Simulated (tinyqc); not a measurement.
Order against temperature: mean-field antiferromagnet of the Hubbard model on the simple cubic lattice.

e(k) = -2 t (cx + cy + cz) - 4 t2 (cx cy + cy cz + cz cx), ci = cos ki; one electron a site; Q = (pi, pi, pi). <n_up - n_dn> = m cos(Q.R) gives Delta = U m/2 and bands E = e+ -/+ sqrt(e-^2 + Delta^2), e+- = (e(k) +- e(k + Q))/2 (the constant U/2 is dropped). Means run over the mesh k_i = 2 pi (j + 1/2)/N of the whole zone: mu from mean(f(E-) + f(E+)) = 1; m(out) = mean of Delta (f(E-) - f(E+))/sqrt(e-^2 + Delta^2); free energy per site F = -kT mean[ln(1 + exp(-(E- - mu)/kT)) + ln(1 + exp(-(E+ - mu)/kT))] + mu + U m^2/4.

Constants: kB = 8.617333262e-05 eV/K.

Inputs chosen for the exercise:
```
symbol  value  unit  meaning
t       0.59   eV    nearest hopping
t2      0      eV    second hopping
U       5.21   eV    on-site repulsion
```

Mesh N = 16, start m = 0.9, at most 400 steps; Delta(50 K) = 2.2775 eV.

Results:
```
T (K),kT/Delta(50 K),m,Delta (eV)
1320,0.050,0.874,2.2775
3960,0.150,0.873,2.2735
6610,0.250,0.845,2.2003
9250,0.350,0.748,1.9497
11100,0.420,0.613,1.5964
12690,0.480,0.403,1.0499
14270,0.540,0.000,0.0000
15860,0.600,0.000,0.0000
18500,0.700,0.000,0.0000
```

The moment is below 0.02 from 14270 K on (kT/Delta = 0.54); close to the transition 400 steps may not suffice, so a small m in the row before can be unconverged. Weak-coupling theory puts the transition at 0.567 and the atomic limit at 0.5. At U/t = 8.8 this scale marks the loss of local moments, while order between them is lost on the scale J = 4 t^2/U = 3101 K. Fluctuations, left out, lower the true transition.

tinyqc: `OMP_NUM_THREADS=1 python tinyqc.py 1682201 1682202 out.jsonl`; about 0.09 s, one thread, shared Intel(R) Xeon(R) Processor @ 2.30GHz.
